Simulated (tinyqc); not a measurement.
From results back to parameters: one-oscillator model of a band gap. Five cases, with inputs chosen for the exercise.

Problem. A gap follows E(T) = E0 - s1 t1/(exp(t1/T) - 1) with the zero-point term ZP = s1 t1/2, which scales as M^(-1/2). The shift of E0 on going from M to M + dM and the limiting slope at high T are given.

Case 1.

Values chosen (out of a larger set: near those of AlN; not measured data): M = 20.48 u (mean atomic mass); dM = -0.8 u (change of the mean mass (not bounded by the natural isotopes)).

shift of E0 = -5.261372 meV
limiting slope s1 = 0.784 meV/K

Case 2.

Values chosen (out of a larger set: near those of Ge; not measured data): M = 72.64 u (mean atomic mass); dM = 3.54 u (change of the mean mass (not bounded by the natural isotopes)).

shift of E0 = 1.304286 meV
limiting slope s1 = 0.402 meV/K

Case 3.

Values chosen (out of a larger set: near those of GaN; not measured data): M = 41.83 u (mean atomic mass); dM = -1.4 u (change of the mean mass (not bounded by the natural isotopes)).

shift of E0 = -3.075195 meV
limiting slope s1 = 0.566 meV/K

Case 4.

Values chosen (out of a larger set: near those of InP; not measured data): M = 72.85 u (mean atomic mass); dM = -3.1 u (change of the mean mass (not bounded by the natural isotopes)).

shift of E0 = -1.192296 meV
limiting slope s1 = 0.369 meV/K

Case 5.

Values chosen (out of a larger set: near those of AlN; not measured data): M = 20.46 u (mean atomic mass); dM = 1.82 u (change of the mean mass (not bounded by the natural isotopes)).

shift of E0 = 12.748580 meV
limiting slope s1 = 0.826 meV/K

Find: sqrt(M/(M + dM)); ZP; t1.

Solution. The shift is ZP (1 - sqrt(M/(M + dM))); then t1 = 2 ZP/s1.

Case 1.

sqrt(M/(M + dM)) = 1.020123
ZP = 261.46 meV
t1 = 667 K

Case 2.

sqrt(M/(M + dM)) = 0.976489
ZP = 55.48 meV
t1 = 276 K

Case 3.

sqrt(M/(M + dM)) = 1.017167
ZP = 179.14 meV
t1 = 633 K

Case 4.

sqrt(M/(M + dM)) = 1.021981
ZP = 54.24 meV
t1 = 294 K

Case 5.

sqrt(M/(M + dM)) = 0.958286
ZP = 305.62 meV
t1 = 740 K

Computed by tinyqc, one run a case: `OMP_NUM_THREADS=1 python tinyqc.py N N+1 out.jsonl` with N = 1850458, 1850460, 1850471, 1850474, 1850477; one thread of a shared Intel(R) Xeon(R) Processor @ 2.30GHz, about 0.01 s a run at most.
